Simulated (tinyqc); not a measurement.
Inside a calculation: phonon-assisted absorption at an indirect gap. Values are carried at full precision from step to step, so a last printed digit may differ when a step is redone from the rounded ones.

alpha(E) = sum_j A_j [N_j (E - Eg + w_j)^2 + (N_j + 1)(E - Eg - w_j)^2], each bracket counted only where its base is positive; N_j = 1/(exp(w_j/kB T) - 1). The first term absorbs a phonon and the second emits one; excitons and direct transitions are left out.

Constants: kB = 8.617333262e-05 eV/K.

Inputs chosen for the exercise (loosely those of Si at room temperature; Eg is not tied to T; the results hold for these values, not for the real material): Eg = 1.122 eV (indirect gap, held fixed unless listed); w = (56.3, 18.3) meV (two zone-edge phonons); A = (2800, 610) 1/(cm eV^2) (their strengths); T = 400 K; E = 1.108 eV (photon energy); nr = 3.58 (refractive index); d = 6.1 micrometre (thickness); xj = 0.15 micrometre (dead layer at the surface); W = 4.2 micrometre (depleted width); L = 140 micrometre (minority diffusion length below it).

## The four branches at one energy

Evaluate the occupations and each term.

N_j: 0.2427  1.428

terms with phonon absorption (1/cm): 1.216  0.01610

terms with phonon emission (1/cm): 0  0

alpha = 1.232 1/cm
wavelength hc/E (hc = 1239.841984 eV nm) = 1119.0 nm

Phonon absorption supplies 100.0 % of alpha; the depth 1/alpha is 8.12e+03 micrometre.

## What a slab does with it

Slab of thickness d in air, incoherent passes: R = ((nr - 1)/(nr + 1))^2, x = exp(-alpha d); transmitted Tr = (1 - R)^2 x/(1 - R^2 x^2), reflected Rt = R + (1 - R)^2 R x^2/(1 - R^2 x^2), absorbed Ab = (1 - R)(1 - x)/(1 - R x).

d in cm is 1e-4 times the value in micrometres.

R = 0.3173
x = 0.9992
Tr = 0.5177
Rt = 0.4815
Ab = 0.0008

A single pass would absorb (1 - R)(1 - x) = 0.0005; the back face adds 0.0002.

## Quantum efficiency of a diode

Photodiode (Gaertner form with a dead layer): QE = (1 - R) exp(-alpha xj) [1 - exp(-alpha W)/(1 + alpha L)], R = ((nr - 1)/(nr + 1))^2; responsivity = QE/E in A/W for E in eV.

Evaluate the factors; 1 micrometre = 1e-4 cm.

passes the dead layer = 1.0000
collected share = 0.0175
QE = 0.0119
responsivity = 0.0108 A/W

Without diffusion from below the collected share would be 0.0005.

## Checks

- Tr + Rt + Ab against 1: both 1.000000.

tinyqc: `OMP_NUM_THREADS=1 python tinyqc.py 1652307 1652308 out.jsonl`; about 0.01 s, one thread, shared Intel(R) Xeon(R) Processor @ 2.30GHz.
